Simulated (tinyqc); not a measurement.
What each parameter does: Shockley state of an s-p chain by decimation.

Each site has s at -d/2 and p at +d/2: H0 = diag(-d/2, d/2). The block to the next site on the right is H1 = [[-ts, u], [-u, tp]] (rows s, p of site n; columns s, p of site n + 1). Bulk: H(k) = [[-d/2 - 2 ts cos k, 2i u sin k], [-2i u sin k, d/2 + 2 tp cos k]]. The bands are inverted at k = pi if d < 2 (ts + tp).

Decimation (Sancho-Rubio) at z = E + i eta: start with es = e = H0, A = H1, B = H1^T. Each round forms g = (z - e)^-1 and sets es += A g B, e += A g B + B g A, A = A g A, B = B g B, doubling the length covered. Stop when all |A| < 1e-10. Surface G = (z - es)^-1, bulk G = (z - e)^-1; densities -Im tr G/pi.

Parameters, chosen for this exercise:
```
symbol  value  unit  meaning
d       0.97   eV    Ep - Es
ts      0.98   eV    s-s hopping
tp      1.39   eV    p-p hopping
u       1.28   eV    s-p hopping
E       -0.23  eV    energy
eta     0.05   eV    broadening
```

Gap edges from 201 k points between 0 and pi, and the surface density at E by decimation. Each row changes one parameter from the base and keeps the others.

Results:
```
case           top of lower band (eV)  bottom of upper band (eV)  surface density (1/eV)
base                          -2.2950                     1.4750                  0.6410
d = 1.067 eV                  -2.2465                     1.4265                  0.7053
ts = 1.078 eV                 -2.2950                     1.6710                  0.4967
tp = 1.529 eV                 -2.4450                     1.4750                  0.8608
u = 1.408 eV                  -2.2950                     1.4750                  0.6365
eta = 0.1 eV                  -2.2950                     1.4750                  0.9766
```

The largest shifts from the base row, up to three for each result and ties (the steps differ in size, so this ranks the rows, not the parameters). top of lower band (eV): tp -0.1500, d +0.0485; unchanged at the printed digits by ts, u and eta. bottom of upper band (eV): ts +0.1960, d -0.0485; unchanged at the printed digits by tp, u and eta. surface density (1/eV): eta +0.3356, tp +0.2198, ts -0.1443. The base chain is inverted, so a surface state lies in the gap; E lies in the gap.

Computed by tinyqc, a small Python program: `OMP_NUM_THREADS=1 python tinyqc.py 1480781 1480782 out.jsonl` (the numbers bound the seed that draws the inputs); one thread of a shared host (Intel(R) Xeon(R) Processor @ 2.30GHz), about 0.4 s for the whole set of steps.
